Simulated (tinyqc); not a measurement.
Worked calculation: Pariser-Parr-Pople SCF with singles CI, for the molecule C1=CC2=CC=CC2=C1 (SMILES; centres numbered as the heavy atoms are written). Computed by tinyqc, a small Python program that keeps every step. Settings: charge = 0, gamma = Ohno, start = huckel, damping = 0, iteration cap = 79, excitations kept = 4. Command: `OMP_NUM_THREADS=1 python tinyqc.py 26543 26544 out.jsonl` (the two numbers bound the seeds that draw the settings). One thread of a shared host (Intel(R) Xeon(R) Processor @ 2.60GHz), about 0.02 s of CPU time with the checks. Later iterations appear only in the table of the cycle.

## PPP integrals

Centres (angstrom, eV; a flat drawing with bonds scaled to 1.40 angstrom):
```
centre          x          y  core charge z          W   gamma_rr
1C       2.154000   0.000000              1  11.160000  11.130000
2C       1.331000   1.133000              1  11.160000  11.130000
3C       0.000000   0.700000              1  11.160000  11.130000
4C      -1.331000   1.133000              1  11.160000  11.130000
5C      -2.154000   0.000000              1  11.160000  11.130000
6C      -1.331000  -1.133000              1  11.160000  11.130000
7C       0.000000  -0.700000              1  11.160000  11.130000
8C       1.331000  -1.133000              1  11.160000  11.130000
```

Resonance integrals (eV):
```
i  j       beta
1  2  -2.390000
2  3  -2.390000
3  4  -2.390000
4  5  -2.390000
5  6  -2.390000
6  7  -2.390000
7  8  -2.390000
8  1  -2.390000
7  3  -2.390000
```

Ohno: gamma = 14.399645/sqrt(R^2 + a^2), a = 2 x 14.399645/(gamma_rr + gamma_ss); H_rr = -W_r - sum_(s != r) z_s gamma_rs; H_rs = beta for bonds.

repulsion gamma_rs (eV), order 1C, 2C, 3C, 4C, 5C, 6C, 7C, 8C:
```
[[11.130000, 7.552804, 5.520570, 3.705303, 3.201289, 3.705303, 5.520570, 7.552804],
 [7.552804, 11.130000, 7.554850, 4.865167, 3.705303, 3.863003, 5.519866, 5.518526],
 [5.520570, 7.554850, 11.130000, 7.554850, 5.520570, 5.519866, 7.553862, 5.519866],
 [3.705303, 4.865167, 7.554850, 11.130000, 7.552804, 5.518526, 5.519866, 3.863003],
 [3.201289, 3.705303, 5.520570, 7.552804, 11.130000, 7.552804, 5.520570, 3.705303],
 [3.705303, 3.863003, 5.519866, 5.518526, 7.552804, 11.130000, 7.554850, 4.865167],
 [5.520570, 5.519866, 7.553862, 5.519866, 5.520570, 7.554850, 11.130000, 7.554850],
 [7.552804, 5.518526, 5.519866, 3.863003, 3.705303, 4.865167, 7.554850, 11.130000]]
```

core matrix H (eV), order 1C, 2C, 3C, 4C, 5C, 6C, 7C, 8C:
```
[[-47.918643, -2.390000, 0.000000, 0.000000, 0.000000, 0.000000, 0.000000, -2.390000],
 [-2.390000, -49.739519, -2.390000, 0.000000, 0.000000, 0.000000, 0.000000, 0.000000],
 [0.000000, -2.390000, -55.904433, -2.390000, 0.000000, 0.000000, -2.390000, 0.000000],
 [0.000000, 0.000000, -2.390000, -49.739519, -2.390000, 0.000000, 0.000000, 0.000000],
 [0.000000, 0.000000, 0.000000, -2.390000, -47.918643, -2.390000, 0.000000, 0.000000],
 [0.000000, 0.000000, 0.000000, 0.000000, -2.390000, -49.739519, -2.390000, 0.000000],
 [0.000000, 0.000000, -2.390000, 0.000000, 0.000000, -2.390000, -55.904433, -2.390000],
 [-2.390000, 0.000000, 0.000000, 0.000000, 0.000000, 0.000000, -2.390000, -49.739519]]
```

## Starting guess

pi electrons, sum of z_r less the charge = 8

Orbitals of the Hueckel matrix of the beta values.

P at the start, order 1C, 2C, 3C, 4C, 5C, 6C, 7C, 8C:
```
[[1.173210, 0.649887, -0.210643, -0.057220, 0.173210, -0.057220, -0.210643, 0.649887],
 [0.649887, 0.814617, 0.524345, 0.314617, -0.057220, -0.352050, -0.142321, 0.147950],
 [-0.210643, 0.524345, 1.197556, 0.524345, -0.210643, -0.142321, 0.530889, -0.142321],
 [-0.057220, 0.314617, 0.524345, 0.814617, 0.649887, 0.147950, -0.142321, -0.352050],
 [0.173210, -0.057220, -0.210643, 0.649887, 1.173210, 0.649887, -0.210643, -0.057220],
 [-0.057220, -0.352050, -0.142321, 0.147950, 0.649887, 0.814617, 0.524345, 0.314617],
 [-0.210643, -0.142321, 0.530889, -0.142321, -0.210643, 0.524345, 1.197556, 0.524345],
 [0.649887, 0.147950, -0.142321, -0.352050, -0.057220, 0.314617, 0.524345, 0.814617]]
```

## Iteration 1: Fock matrix

F_rr = H_rr + P_rr gamma_rr / 2 + sum_(s != r) P_ss gamma_rs; F_rs = H_rs - P_rs gamma_rs / 2; E = tr P (H + F) / 2 + core repulsion sum_(r<s) z_r z_s gamma_rs.

F (eV), order 1C, 2C, 3C, 4C, 5C, 6C, 7C, 8C:
```
[[-6.069472, -4.844236, 0.581436, 0.106008, -0.277248, 0.106008, 0.581436, -4.844236],
 [-4.844236, -4.734746, -4.370676, -0.765332, 0.106008, 0.679985, 0.392797, -0.408233],
 [0.581436, -4.370676, -5.938515, -4.370676, 0.581436, 0.392797, -4.395132, 0.392797],
 [0.106008, -0.765332, -4.370676, -4.734746, -4.844236, -0.408233, 0.392797, 0.679985],
 [-0.277248, 0.106008, 0.581436, -4.844236, -6.069472, -4.844236, 0.581436, 0.106008],
 [0.106008, 0.679985, 0.392797, -0.408233, -4.844236, -4.734746, -4.370676, -0.765332],
 [0.581436, 0.392797, -4.395132, 0.392797, 0.581436, -4.370676, -5.938515, -4.370676],
 [-4.844236, -0.408233, 0.392797, 0.679985, 0.106008, -0.765332, -4.370676, -4.734746]]
```

pi energy = -105.943569 eV

## Iteration 1: orbitals and new P

Diagonalise F (the basis is taken as orthonormal) and form P = 2 sum c c over the lowest orbitals.

orbital energies (eV): [-15.149285, -12.435258, -10.718150, -9.618963, -2.881196, 1.585402, 2.859554, 3.402938]

P after iteration 1, order 1C, 2C, 3C, 4C, 5C, 6C, 7C, 8C:
```
[[1.192195, 0.651827, -0.209597, -0.054309, 0.139802, -0.054309, -0.209597, 0.651827],
 [0.651827, 0.794527, 0.524811, 0.320724, -0.054309, -0.328997, -0.149849, 0.144806],
 [-0.209597, 0.524811, 1.218750, 0.524811, -0.209597, -0.149849, 0.518192, -0.149849],
 [-0.054309, 0.320724, 0.524811, 0.794527, 0.651827, 0.144806, -0.149849, -0.328997],
 [0.139802, -0.054309, -0.209597, 0.651827, 1.192195, 0.651827, -0.209597, -0.054309],
 [-0.054309, -0.328997, -0.149849, 0.144806, 0.651827, 0.794527, 0.524811, 0.320724],
 [-0.209597, -0.149849, 0.518192, -0.149849, -0.209597, 0.524811, 1.218750, 0.524811],
 [0.651827, 0.144806, -0.149849, -0.328997, -0.054309, 0.320724, 0.524811, 0.794527]]
```

## Iteration 2: Fock matrix

As before.

F (eV), order 1C, 2C, 3C, 4C, 5C, 6C, 7C, 8C:
```
[[-6.121378, -4.851559, 0.578547, 0.100616, -0.223773, 0.100616, 0.578547, -4.851559],
 [-4.851559, -4.641912, -4.372435, -0.780188, 0.100616, 0.635458, 0.413575, -0.399559],
 [0.578547, -4.372435, -5.976187, -4.372435, 0.578547, 0.413575, -4.347176, 0.413575],
 [0.100616, -0.780188, -4.372435, -4.641912, -4.851559, -0.399559, 0.413575, 0.635458],
 [-0.223773, 0.100616, 0.578547, -4.851559, -6.121378, -4.851559, 0.578547, 0.100616],
 [0.100616, 0.635458, 0.413575, -0.399559, -4.851559, -4.641912, -4.372435, -0.780188],
 [0.578547, 0.413575, -4.347176, 0.413575, 0.578547, -4.372435, -5.976187, -4.372435],
 [-4.851559, -0.399559, 0.413575, 0.635458, 0.100616, -0.780188, -4.372435, -4.641912]]
```

pi energy = -105.984724 eV

## Iteration 2: orbitals and new P

As before.

orbital energies (eV): [-15.117172, -12.418462, -10.705372, -9.620059, -2.826707, 1.624117, 2.882518, 3.418362]

P after iteration 2, order 1C, 2C, 3C, 4C, 5C, 6C, 7C, 8C:
```
[[1.201436, 0.651803, -0.208640, -0.053506, 0.130163, -0.053506, -0.208640, 0.651803],
 [0.651803, 0.785725, 0.525620, 0.321361, -0.053506, -0.321271, -0.152106, 0.143093],
 [-0.208640, 0.525620, 1.227115, 0.525620, -0.208640, -0.152106, 0.512379, -0.152106],
 [-0.053506, 0.321361, 0.525620, 0.785725, 0.651803, 0.143093, -0.152106, -0.321271],
 [0.130163, -0.053506, -0.208640, 0.651803, 1.201436, 0.651803, -0.208640, -0.053506],
 [-0.053506, -0.321271, -0.152106, 0.143093, 0.651803, 0.785725, 0.525620, 0.321361],
 [-0.208640, -0.152106, 0.512379, -0.152106, -0.208640, 0.525620, 1.227115, 0.525620],
 [0.651803, 0.143093, -0.152106, -0.321271, -0.053506, 0.321361, 0.525620, 0.785725]]
```

## Convergence

Stop when output and input P, before any damping, agree to 1e-7.

Course of the cycle:
```
iteration         E (eV)  largest |P(out) - P(in)|
1          -105.94356853                  3.34e-02
2          -105.98472399                  9.64e-03
3          -105.99058353                  4.39e-03
4          -105.99158526                  2.06e-03
5          -105.99177983                  9.63e-04
6          -105.99182084                  4.51e-04
7          -105.99182994                  2.13e-04
8          -105.99183204                  1.01e-04
9          -105.99183253                  4.88e-05
10         -105.99183264                  2.44e-05
11         -105.99183267                  1.22e-05
12         -105.99183268                  6.08e-06
13         -105.99183268                  3.02e-06
14         -105.99183268                  1.50e-06
15         -105.99183268                  7.43e-07
16         -105.99183268                  3.68e-07
17         -105.99183268                  1.82e-07
18         -105.99183268                  8.99e-08
```

Converged in 18 iterations.

## Converged orbitals

Charges are z - P_rr.

orbital energies (eV): [-15.099950, -12.403155, -10.702548, -9.616231, -2.791175, 1.640735, 2.899049, 3.422730]

coefficients, order 1C, 2C, 3C, 4C, 5C, 6C, 7C, 8C:
```
[[0.287780, 0.520392, 0.000000, 0.501224, 0.000000, 0.478740, 0.407378, 0.000000],
 [0.320114, 0.338520, 0.398994, 0.114251, 0.500000, -0.367973, -0.366706, -0.301337],
 [0.460691, 0.000000, 0.426155, -0.471877, 0.000000, 0.000000, 0.255140, 0.564262],
 [0.320114, -0.338520, 0.398994, 0.114251, -0.500000, 0.367973, -0.366706, -0.301337],
 [0.287780, -0.520392, 0.000000, 0.501224, 0.000000, -0.478740, 0.407378, 0.000000],
 [0.320114, -0.338520, -0.398994, 0.114251, 0.500000, 0.367973, -0.366706, 0.301337],
 [0.460691, 0.000000, -0.426155, -0.471877, 0.000000, 0.000000, 0.255140, -0.564262],
 [0.320114, 0.338520, -0.398994, 0.114251, -0.500000, -0.367973, -0.366706, 0.301337]]
```

pi charges: [-0.209703, 0.221363, -0.233023, 0.221363, -0.209703, 0.221363, -0.233023, 0.221363]

## Singles CI, singlets

Over the 4 single excitations with the smallest orbital gaps: A = (e_a - e_i) delta + 2 (ia|jb) - (ij|ab), with (pq|rs) = sum c_mp c_mq gamma_mn c_nr c_ns. f = 2/3 w |mu|^2 in atomic units, mu = sqrt2 sum c_ia sum_m c_mi c_ma R_m.

singlet CI matrix (eV), order 4>5, 3>5, 2>5, 4>6:
```
[[0.874498, 0.000000, 0.000000, 0.000000],
 [0.000000, 4.018809, 0.000000, 0.862735],
 [0.000000, 0.000000, 5.170918, 0.000000],
 [0.000000, 0.862735, 0.000000, 6.373926]]
```

singlet excitation energies (eV): [0.874498, 3.736588, 5.170918, 6.656147]

oscillator strengths: [0.000000, 0.375341, 0.532406, 1.409239]

## Singles CI, triplets

Over the 4 single excitations with the smallest orbital gaps: A = (e_a - e_i) delta - (ij|ab), with (pq|rs) = sum c_mp c_mq gamma_mn c_nr c_ns.

triplet CI matrix (eV), order 4>5, 3>5, 2>5, 4>6:
```
[[0.754164, 0.000000, 0.000000, 0.000000],
 [0.000000, 1.497031, 0.000000, -0.079287],
 [0.000000, 0.000000, 3.655127, 0.000000],
 [0.000000, -0.079287, 0.000000, 5.056851]]
```

triplet excitation energies (eV): [0.754164, 1.495266, 3.655127, 5.058616]
